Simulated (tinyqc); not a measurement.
Eight-band Kane k.p model with strain, step by step. Values are carried at full precision from step to step, so a last printed digit may differ when a step is redone from the rounded ones.

Constants: hbar^2/2m0 = 3.80998211 eV angstrom^2.

Inputs chosen for the exercise (near those of CdTe; the results hold for these values, not for the real material): Eg = 1.604 eV (gap at Gamma to the s-like level); Dso = 0.909 eV (spin-orbit splitting); Ep = 18.9 eV (Kane energy); me = 0.0965 m0 (electron mass at Gamma); g1 = 5.3 (Luttinger gamma1); g2 = 1.7 (gamma2); g3 = 2 (gamma3); a = 6.486 angstrom (lattice constant); a_sub = 6.327 angstrom (lattice constant of the substrate); C11 = 53.2 GPa; C12 = 37.1 GPa; C44 = 19.8 GPa; face = 110 (growth face); ac = -3.95 eV (conduction deformation potential); av = 0.55 eV (valence hydrostatic potential); b = -1.2 eV (tetragonal shear potential); d = -4.82 eV (trigonal shear potential); k = (0.05, 0.041, 0.05) 1/angstrom (wave vector); kmax = 0.05 1/angstrom (end of the path).

## Derived values

P = sqrt(Ep c); A = 1/me - Ep (Eg + 2 Dso/3)/(Eg (Eg + Dso)) keeps the electron mass; g1' = g1 - Ep/(3 Eg), g2' = g2 - Ep/(6 Eg), g3' = g3 - Ep/(6 Eg) remove the coupling to S that the Luttinger values already hold; L = -c (g1' + 4 g2'), M = -c (g1' - 2 g2'), N = -6 c g3'. c = hbar^2/2m0.

P = 8.4858 eV angstrom
A = 0.0004

g1', g2', g3': 1.3723  -0.2638  0.0362

L, M, N (eV angstrom^2): -1.2076  -7.2390  -0.8266

The coupling to the valence bands supplies 10.36, against 1/me = 10.36; A makes up the difference. A > 0 and L, M < 0: every diagonal term bends away from the gap.

## Strain of a layer grown coherently on a (110) face

e_par = (a_sub - a)/a in the plane; no stress along the normal: e_perp = -(C11 + 3 C12 - 2 C44)/(C11 + C12 + 2 C44) e_par; exx = eyy = (e_par + e_perp)/2, ezz = e_par, exy = (e_perp - e_par)/2, eyz = ezx = 0.

e_par = -0.024514
e_perp = 0.023571

strain tensor in the cubic axes:
```
           x          y          z
x  -0.000472   0.024043   0.000000
y   0.024043  -0.000472   0.000000
z   0.000000   0.000000  -0.024514
```

The layer is under compression in the plane; its volume changes by -2.546 %.

## Strain terms

Strain (Bir-Pikus): H_SS gains ac tr(e); H_XX gains l exx + m (eyy + ezz) and H_XY gains n exy, with l = av + 2 b, m = av - b, n = sqrt(3) d. The sign of av is such that the gap moves by (ac - av) tr(e); the change of P with strain is neglected.

Form the strain terms of the Hamiltonian.

ac tr(e) = 0.10056 eV

strain block of X, Y, Z (the same for both spins) (eV), lower triangle:
```
          X         Y        Z
X  -0.04285
Y  -0.20072  -0.04285
Z         0         0  0.04370
```

## The Hamiltonian at one k

Eight-band Kane model, basis S, X, Y, Z times spin, zero of energy at the top of the unstrained valence band, c = hbar^2/2m0. Within each spin: H_SS = Eg + A c k^2, H_SX = i P kx (likewise Y, Z), H_XX = -Dso/3 + L kx^2 + M (ky^2 + kz^2), H_XY = N kx ky, and cyclic. Spin-orbit term (Dso/3) L.sigma on X, Y, Z with (L_k)_ij = -i epsilon_kij: <X+|H|Y+> = -i Dso/3, <X+|H|Z-> = Dso/3, <Y+|H|Z-> = -i Dso/3, <Z+|H|X-> = -Dso/3, <Z+|H|Y-> = i Dso/3, <X-|H|Y-> = i Dso/3, and their conjugates; + and - are the spin along z. Terms from inversion asymmetry are left out, so every level is twofold.

Fill in the matrix, adding ac tr(e) to H_SS and the strain block to X, Y, Z of each spin.

H(k) (eV), lower triangle (Hermitian):
```
          S+               X+       Y+        Z+        S-               X-
S+    1.7046
X+  -0.4243i          -0.3791
Y+  -0.3479i  -0.2024+0.3030i  -0.3841
Z+  -0.4243i          -0.0021  -0.0017   -0.2926
S-         0                0        0         0    1.7046
X-         0                0        0   -0.3030  -0.4243i          -0.3791
Y-         0                0        0  -0.3030i  -0.3479i  -0.2024-0.3030i
Z-         0           0.3030  0.3030i         0  -0.4243i          -0.0021

         Y-       Z-
Y-  -0.3841
Z-  -0.0017  -0.2926
```

## Levels and orbital character

Diagonalise H; the levels come in pairs. The weights are summed over spin and averaged over each pair.

levels, each twofold (eV): -1.0742  -0.2450  0.0548  1.9132

weights:
```
   pair 1  pair 2  pair 3  pair 4
S   0.032   0.047   0.007   0.914
X   0.366   0.253   0.351   0.030
Y   0.353   0.251   0.377   0.019
Z   0.249   0.449   0.265   0.037
```

The conduction pair has 8.6 % valence character at this k; the valence pair with most S character is pair 2 (4.7 %).

## Bands along [111] and [110]

The same diagonalisation at six points |k| = 0, kmax/5, ..., kmax along each direction.

Levels (eV):
```
direction  |k| (1/angstrom)   pair 1   pair 2  pair 3  pair 4
[111]                 0.000  -0.9564  -0.1051  0.1105  1.7046
[111]                 0.010  -0.9581  -0.1074  0.1094  1.7080
[111]                 0.020  -0.9632  -0.1143  0.1064  1.7184
[111]                 0.030  -0.9719  -0.1257  0.1016  1.7354
[111]                 0.040  -0.9841  -0.1414  0.0953  1.7586
[111]                 0.050  -1.0000  -0.1611  0.0877  1.7877
[110]                 0.000  -0.9564  -0.1051  0.1105  1.7046
[110]                 0.010  -0.9583  -0.1075  0.1099  1.7079
[110]                 0.020  -0.9641  -0.1147  0.1083  1.7178
[110]                 0.030  -0.9738  -0.1263  0.1056  1.7340
[110]                 0.040  -0.9874  -0.1422  0.1018  1.7562
[110]                 0.050  -1.0051  -0.1617  0.0970  1.7841
```

At kmax the conduction band lies 3.5 meV and the top valence band 9.2 meV apart between the two directions. k.p holds near Gamma; the zone edge lies near 1 1/angstrom.

## Masses at Gamma

m*/m0 = c h^2/(E(h) - E(0)) with |k| = h = 0.0001 1/angstrom; negative values are hole-like.

Masses (m0):
```
direction  pair 1  pair 2  pair 3  pair 4
[111]      -0.223  -0.165  -0.367   0.109
[110]      -0.198  -0.158  -0.694   0.115
```

Strain has split the top two pairs at Gamma, so each has its own mass tensor; the top pair has -0.367 along [111] and -0.694 along [110].

## Checks

- Electron mass of the unstrained model by finite differences against the input me: both 0.09650.
- Heavy-hole mass along [100] against 1/(g1 - 2 g2): both 0.5263.
- Light-hole mass along [100] against 1/(g1 + 2 g2): both 0.1149.

Program tinyqc; command `OMP_NUM_THREADS=1 python tinyqc.py 1080328 1080329 out.jsonl`; about 0.01 s on one thread of a shared Intel(R) Xeon(R) Processor @ 2.30GHz.
